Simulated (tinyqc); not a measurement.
## Schottky diode by thermionic emission with image-force lowering and series resistance: a Richardson plot

Metal on an n-type semiconductor with one parabolic valley; V > 0 is forward bias (metal positive). I = I0 [exp(Vj/(n Vt)) - 1] with Vj = V - I Rs; I0 = S A* T^2 exp(-(phi - dphi)/Vt), the lowering dphi taken at zero bias.

A* = 4 pi q me m0 kB^2/h^3 (times 1e-4 for A/(cm^2 K^2)); Nc = 2 (2 pi me m0 kB T/h^2)^1.5 (times 1e-6 for cm^-3); xi = Vt ln(Nc/Nd), Vbi = phi - xi; surface field Em = sqrt(2 q Nd (Vbi - V - Vt)/(eps0 eps_r)); dphi = sqrt(q Em/(4 pi eps0 eps_r)). Here V = 0 in Em; phi is held fixed.

Inputs (values chosen for the exercise); band and dielectric values close to those of gallium arsenide:
- me = 0.0666 m0 (electron mass)
- eps_r = 12.7 (relative permittivity)
- phi = 0.92 eV (barrier height seen from the metal)
- Nd = 1.6e16 cm^-3 (donor density)
- S = 0.0082 cm^2 (area)

Constants: q = 1.602176634e-19 C, kB = 1.380649e-23 J/K, h = 6.62607015e-34 J s, m0 = 9.1093837015e-31 kg, Vt = kB T/q, eps0 = 8.8541878128e-14 F/cm where lengths are in cm. Results are converted to the units shown.

A Richardson plot:

| T (K) | dphi (meV) | I0 (A) | ln(I0/(S T^2)) | 1/Vt (1/V) |
|---|---|---|---|---|
| 200 | 26.62 | 8.071e-20 | -49.76 | 58.02 |
| 240 | 26.47 | 6.521e-16 | -41.12 | 48.35 |
| 280 | 26.32 | 4.226e-13 | -34.96 | 41.44 |
| 320 | 26.16 | 5.624e-11 | -30.33 | 36.26 |
| 360 | 25.99 | 2.595e-9 | -26.74 | 32.23 |
| 400 | 25.81 | 5.687e-8 | -23.86 | 29.01 |
| 450 | 25.58 | 1.278e-6 | -20.99 | 25.79 |

Read the table: what changes, and by how much?

I0 grows by 13.2 decades. The line through the end rows has the slope -0.8925 eV and the intercept ln(7.63 A/(cm^2 K^2)), against phi = 0.92 eV and A* = 8.00. The difference comes from the lowering: dphi falls from 26.6 to 25.6 meV.

tinyqc, about 0.01 s, one thread, Intel Xeon 2.30GHz (shared host): `OMP_NUM_THREADS=1 python tinyqc.py 2640149 2640150 out.jsonl`
